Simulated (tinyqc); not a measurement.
Gaps across the alloy: alloy A(1-x)B(x) by interpolation with bowing.

Each gap follows E(x) = (1 - x) E_A + x E_B - C x (1 - x); the lattice constant follows Vegard, a(x) = (1 - x) a_A + x a_B.

Constants: hc = 1239.841984 eV nm.

Values chosen for the exercise (A near AlAs, B near GaAs; the results hold for these values, not for the real material): a = (5.665, 5.658) angstrom (lattice constant of A, B); Eg = (3.067, 1.52) eV (gap at Gamma to the s-like level of A, B); EgX = (2.265, 1.996) eV (gap to the lowest valley along Gamma-X of A, B); EgL = (2.466, 1.789) eV (gap to L of A, B); C = (0.425, 0.123, 0) eV (bowing of the Gamma, X and L gaps).

Eleven compositions.

Gaps (eV):
```
x    a (angstrom)  Gamma      X      L  lowest  wavelength (nm)
0.0        5.6650  3.067  2.265  2.466       X              547
0.1        5.6643  2.874  2.227  2.398       X              557
0.2        5.6636  2.690  2.192  2.331       X              566
0.3        5.6629  2.514  2.158  2.263       X              574
0.4        5.6622  2.346  2.128  2.195       X              583
0.5        5.6615  2.187  2.100  2.127       X              590
0.6        5.6608  2.037  2.074  2.060   Gamma              609
0.7        5.6601  1.895  2.051  1.992   Gamma              654
0.8        5.6594  1.761  2.030  1.924   Gamma              704
0.9        5.6587  1.636  2.012  1.857   Gamma              758
1.0        5.6580  1.520  1.996  1.789   Gamma              816
```

How do the results move, and what explains it?

The lowest valley changes at x = 0.567 (X to L, gap 2.082 eV) and x = 0.571 (L to Gamma, gap 2.079 eV). The middle valley is lowest only in a narrow window, which small changes of the inputs would close. The Gamma gap is monotonic, since its bowing (0.425 eV) is smaller than the difference of the end gaps (1.547 eV); at x = 0.5 bowing lowers it by C/4 = 0.106 eV.

tinyqc: `OMP_NUM_THREADS=1 python tinyqc.py 1080255 1080256 out.jsonl`; about 0.01 s, one thread, shared Intel(R) Xeon(R) Processor @ 2.30GHz.
